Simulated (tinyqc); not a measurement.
# Bulk resistivity and mean free path from two films

Question. In the thick-film limit single-crystal films obey rho = rho0 (1 + 3 (1 - ps) lam/(8 d)). Find rho0, lam and the product rho0 lam.

Values chosen for this exercise:
- ps = 0 (specular share of surface scattering)

rho at d = 89 and 230 nm (uohm cm): 1.9908146  1.8125326

Answer. rho is a straight line in 1/d: the intercept is rho0 and the slope (3/8)(1 - ps) rho0 lam. Without ps only the product (1 - ps) lam could be found.

rho0 = 1.700 uohm cm
lam = 40.60 nm
rho0 lam = 69.02 uohm cm nm

Program tinyqc, `OMP_NUM_THREADS=1 python tinyqc.py 2100062 2100063 out.jsonl`; Intel Xeon 2.30GHz, shared host, one thread, about 0.01 s.
